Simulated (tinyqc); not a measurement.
Deep-level transient spectroscopy: one step of the calculation.

Schottky contact on an n-type layer with shallow donors Nd (all ionised) and a donor-like deep trap, neutral when filled and positive when empty; depletion approximation. Traps within lam of the depletion edge stay filled. A long pulse to Vp fills the traps beyond x1 = Wp - lam; back at Vr those between x1 and x2 = Wr - lam emit. A rate window reads S = C(t2) - C(t1).

Task. Widths. lam = sqrt(2 eps0 eps_r (EF - ET)/(q Nd)), EF - ET = Et - (kB T/q) ln(Nc(T)/Nd), Nc(T) = Nc (T/300 K)^1.5. In the steady state at the band bending V, 2 eps0 eps_r V/q = Nd W^2 + Nt (W - lam)^2 (the second term only if W > lam). V = Vbi + Vr gives Wr and V = Vbi + Vp gives Wp; x1 = max(Wp - lam, 0).

Parameters, values chosen for the exercise; material values close to those of germanium:
```
symbol,value,unit,meaning
eps_r,15.7,,relative permittivity
Nc,1.05e19,cm^-3,conduction-band density of states at 300 K
Nd,1e16,cm^-3,shallow donor density
Vbi,0.38,V,built-in voltage
Et,0.22,eV,depth of the trap below the conduction edge
Nt,2.7e15,cm^-3,trap density
Vr,8.9,V,reverse bias
Vp,0,V,reverse bias during the filling pulse
T,136,K,temperature of the transient
```

Constants: q = 1.602176634e-19 C, kB = 1.380649e-23 J/K, eps0 = 8.8541878128e-14 F/cm where lengths are in cm. Results are converted to the units shown.

Wanted: lam; Wr; Wp; x1; x2; G = (x2^2 - x1^2)/Wr^2.

Result.

lam = 162.61 nm
Wr = 1158.6 nm
Wp = 252.50 nm
x1 = 89.894 nm
x2 = 996.04 nm
G = (x2^2 - x1^2)/Wr^2 = 0.73299

Range of the model: With Nt above a tenth of Nd the edge x2 moves during the transient, which this model holds fixed, and the transient is not a plain exponential.

Program tinyqc, `OMP_NUM_THREADS=1 python tinyqc.py 2050032 2050033 out.jsonl`; Intel Xeon 2.30GHz, shared host, one thread, about 0.01 s.
